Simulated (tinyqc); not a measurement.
# Mass from the capacitance plateau

Inverse problem. Once one two-dimensional band is degenerate, Cq = q gv md m0 q/(pi hbar^2) and 1/C_G = 1/Cox + 1/Cq (no traps). Find Cq, md and the oxide-equivalent thickness 3.9 eps0/Cq that it adds.

Inputs (values chosen for the exercise): valley degeneracy gv = 1.

Constants: q = 1.602176634e-19 C, hbar = 1.054571817e-34 J s, m0 = 9.1093837015e-31 kg, eps0 = 8.8541878128e-14 F/cm where lengths are in cm. Results are converted to the units shown.

C_G on the plateau = 1.4678512 uF/cm^2
Cox = 2.6355966 uF/cm^2

Solution. Removing Cox from the series leaves Cq, which is proportional to gv md.

Cq = 3.313 uF/cm^2
md = 0.04950 m0
added thickness = 1.042 nm

Program tinyqc, `OMP_NUM_THREADS=1 python tinyqc.py 2200128 2200129 out.jsonl`; Intel Xeon 2.30GHz, shared host, one thread, about 0.01 s.
